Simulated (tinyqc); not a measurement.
# MOS inversion layer, Poisson-Schroedinger loop: effect of the temperature

Electrons confined at an insulator interface at z = 0, treated as a hard wall; parabolic valleys, Hartree approximation, no image or exchange terms. The depletion charge lies far deeper than the electrons and gives a uniform field q Nd/(eps0 eps_r); the gate balances all charge. Energies are counted from the band edge at the interface.

Schroedinger equation -(C/mz) psi'' + (V0 + U + dE for set B) psi = E psi, C = hbar^2/(2 m0), psi(0) = 0, on a uniform mesh of 800 nodes with a far wall at 22 nm, 8 levels a set; V0 = q Nd z/(eps0 eps_r); dU/dz = q (Ns - integral of n from 0 to z)/(eps0 eps_r), U(0) = 0; N_k = g md m0 q Vt/(pi hbar^2) ln(1 + exp((EF - E_k)/Vt)), g the number of valleys of the set, sum N_k = Ns. Triangular well: E_k = a_k (C F^2/mz)^(1/3), a_1 = 2.338107, a_2 = 4.087949, C = hbar^2/(2 m0), F in eV/nm. Fang-Howard (all electrons in the lowest level of set A): b^3 = 6 (mz1/C) q (Nd + 11 Ns/32)/(eps0 eps_r), centroid 3/b, level C b^2/(4 mz1) + (3/b) q (Nd + 11 Ns/16)/(eps0 eps_r). The centroid adds 3.9 z_av/eps_r to an oxide-equivalent thickness.

Inputs (values chosen for the exercise); masses and permittivity close to those of silicon (100):

| symbol | value | unit | meaning |
|---|---|---|---|
| eps_r | 11.5 |  | relative permittivity |
| mz1 | 0.92 | m0 | mass along z of valley set A (2 valley(s)) |
| md1 | 0.193 | m0 | in-plane density-of-states mass of set A |
| mz2 | 0.189 | m0 | mass along z of valley set B (4 valley(s)) |
| md2 | 0.419 | m0 | in-plane density-of-states mass of set B |
| Ns | 1.2e13 | cm^-2 | sheet density of electrons |
| Nd | 3.6e11 | cm^-2 | sheet density of depletion charge |
| dE | 0.03 | eV | extra shift of set B (strain) |

Constants: q = 1.602176634e-19 C, kB = 1.380649e-23 J/K, hbar = 1.054571817e-34 J s, m0 = 9.1093837015e-31 kg, Vt = kB T/q, eps0 = 8.8541878128e-14 F/cm where lengths are in cm, hbar^2/(2 m0) = 0.0380998212 eV nm^2. Results are converted to the units shown.

The same in every row: Fang-Howard centroid (nm) = 1.38.

Result of one run:

| T (K) | A1 (meV) | B1 (meV) | EF (meV) | share of A1 (%) | share of set A (%) | centroid z_av (nm) | added oxide equivalent (nm) |
|---|---|---|---|---|---|---|---|
| 120 | 235 | 335 | 301 | 89.4 | 97.8 | 1.51 | 0.512 |

What becomes of these results when the temperature T is changed from 120 to 50 K, all else the same?

Result of the changed run:

| T (K) | A1 (meV) | B1 (meV) | EF (meV) | share of A1 (%) | share of set A (%) | centroid z_av (nm) | added oxide equivalent (nm) |
|---|---|---|---|---|---|---|---|
| 50 | 234 | 330 | 303 | 92.7 | 100 | 1.44 | 0.489 |

The whole series:

| T (K) | A1 (meV) | B1 (meV) | EF (meV) | share of A1 (%) | share of set A (%) | centroid z_av (nm) | added oxide equivalent (nm) |
|---|---|---|---|---|---|---|---|
| 20 | 234 | 329 | 303 | 93.1 | 100 | 1.43 | 0.486 |
| 50 | 234 | 330 | 303 | 92.7 | 100 | 1.44 | 0.489 |
| 77 | 234 | 332 | 302 | 91.7 | 99.5 | 1.46 | 0.495 |
| 120 | 235 | 335 | 301 | 89.4 | 97.8 | 1.51 | 0.512 |
| 200 | 236 | 344 | 298 | 83.4 | 93.0 | 1.63 | 0.552 |
| 300 | 239 | 355 | 291 | 75.2 | 86.5 | 1.80 | 0.611 |
| 400 | 241 | 365 | 282 | 67.3 | 80.3 | 1.97 | 0.670 |
| 500 | 243 | 374 | 269 | 60.2 | 74.7 | 2.14 | 0.727 |

As T goes from 20 to 500, A1 rises from 234 to 243 meV, the share of A1 falls from 93.1 to 60.2 % and the centroid rises from 1.43 to 2.14 nm. The Fang-Howard centroid is 3.6 % below the full one in the first row, where A1 holds 93.1 %, and 36 % below it in the last, where A1 holds 60.2 %.

Numbers from tinyqc (`OMP_NUM_THREADS=1 python tinyqc.py 2160022 2160023 out.jsonl`; about 1 s on one thread of a shared Intel Xeon 2.30GHz).
